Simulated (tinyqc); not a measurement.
Valley splitting in a one-orbital chain of atomic planes (second-neighbour model), step by step. Values are carried at full precision from step to step, so a last printed digit may differ when a step is redone from the rounded ones.

Each (001) plane carries one orbital with energy e0, hopping v to the next plane and u to the second: E(phi) = e0 + 2 v cos(phi) + 2 u cos(2 phi), where phi = pi - k a/4 (the sign of every second orbital is chosen so that v > 0, which shifts the phase by pi). The minimum lies at cos(phi0) = -v/(4u), phi0 = pi - (pi/2) k0 for a valley at k0 (2 pi/a), and e0 puts it at zero. A slab of N planes has hard walls: the matrix simply ends.

Constants: hbar^2/2m0 = 3.80998211 eV angstrom^2.

Parameters, chosen for this exercise (near those of the Delta valleys of silicon; abrupt walls in this chain split the valleys several times more than measured wells; shifted at random, so the results belong to these values and not to a real crystal): a = 5.437 angstrom (lattice constant; planes lie a/4 apart); k0 = 0.838 2 pi/a (position of the valley); ml = 0.973 m0 (longitudinal mass); N = 8 (planes in the small slab).

## Hoppings from the valley position and mass

The curvature at the minimum is d2E/dphi2 = 8 u sin^2(phi0) = (2c/ml)/(a/4)^2 with c = hbar^2/2m0; v = -4 u cos(phi0); e0 = 2u + v^2/(4u).

phi0 = 1.82527 rad
u = 0.56570 eV
v = 0.56961 eV
e0 = 1.27478 eV

## The bulk band

E at phi = j pi/10.

Band:

| phi/pi | E (eV) |
|---|---|
| 0.0 | 3.5454 |
| 0.1 | 3.2736 |
| 0.2 | 2.5461 |
| 0.3 | 1.5948 |
| 0.4 | 0.7115 |
| 0.5 | 0.1434 |
| 0.6 | 0.0074 |
| 0.7 | 0.2555 |
| 0.8 | 0.7027 |
| 0.9 | 1.1066 |
| 1.0 | 1.2669 |

## Hamiltonian of the slab

e0 on the diagonal, v and u on the first and second off-diagonals.

H (eV), lower triangle:
```
        1       2       3       4       5       6       7       8
1  1.2748
2  0.5696  1.2748
3  0.5657  0.5696  1.2748
4       0  0.5657  0.5696  1.2748
5       0       0  0.5657  0.5696  1.2748
6       0       0       0  0.5657  0.5696  1.2748
7       0       0       0       0  0.5657  0.5696  1.2748
8       0       0       0       0       0  0.5657  0.5696  1.2748
```

## Levels and the valley doublet

Diagonalise H. The two lowest levels are the doublet made from the valleys at +k0 and -k0; give their splitting, the weights of the lowest state, and its parity under reversal of the planes.

levels (eV): 0.1840  0.2192  0.7039  0.7091  1.1242  1.5316  2.4770  3.2492

splitting = 35.19 meV

weights on the planes: 0.096  0.009  0.253  0.142  0.142  0.253  0.009  0.096

parity of the lowest state: even

The mean of the doublet lies 0.2016 eV above the bulk minimum, and level 3 lies 0.5023 eV above that mean; the weights oscillate from plane to plane because the two valleys interfere.

## Checks

- Mean of the doublet for 400 planes against the effective-mass level with W = 402 a/4 (meV): both 0.1294.

(tinyqc, `OMP_NUM_THREADS=1 python tinyqc.py 1481084 1481085 out.jsonl`, Intel(R) Xeon(R) Processor @ 2.30GHz, 1 thread, shared host, about 0.01 s.)
